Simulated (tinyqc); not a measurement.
Four-point probe on a layer of finite thickness.

Four collinear probes with spacing s on a wide layer of thickness w over an insulator: V/I = (rho/(2 pi s)) S, S = 1 + 4 sum_(k>=1) {[1 + (2 k w/s)^2]^(-1/2) - [4 + (2 k w/s)^2]^(-1/2)}. Thin-film reading rho = (pi/ln 2) w V/I times the factor F1 = 2 ln 2/((w/s) S); bulk reading rho = 2 pi s V/I times 1/S; closed estimate F1 = ln 2/ln[sinh(w/s)/sinh(w/(2 s))]. x = w/s.

Four-point probe on a layer of finite thickness:
```
x        S      F1     1/S  estimate of F1
0.3  4.621   1.000  0.2164          0.9841
0.4  3.467  0.9995  0.2884          0.9721
0.6  2.330  0.9918  0.4293          0.9399
0.8  1.793  0.9662  0.5576          0.8989
1    1.504  0.9215  0.6647          0.8523
1.5  1.197  0.7719  0.8352          0.7285
2    1.094  0.6337  0.9142          0.6151
3    1.031  0.4484  0.9703          0.4476
5    1.007  0.2753  0.9931          0.2765
```

F1 falls from 1.000 to 0.275 while 1/S rises from 0.216 to 0.993. Among the rows the thin-film formula is good to 1 % up to w/s = 0.6 and the bulk formula from w/s = 5 on. The closed estimate is within 7.6 % of the series.

tinyqc, about 0.04 s, one thread, Intel Xeon 2.30GHz (shared host): `OMP_NUM_THREADS=1 python tinyqc.py 2850116 2850117 out.jsonl`
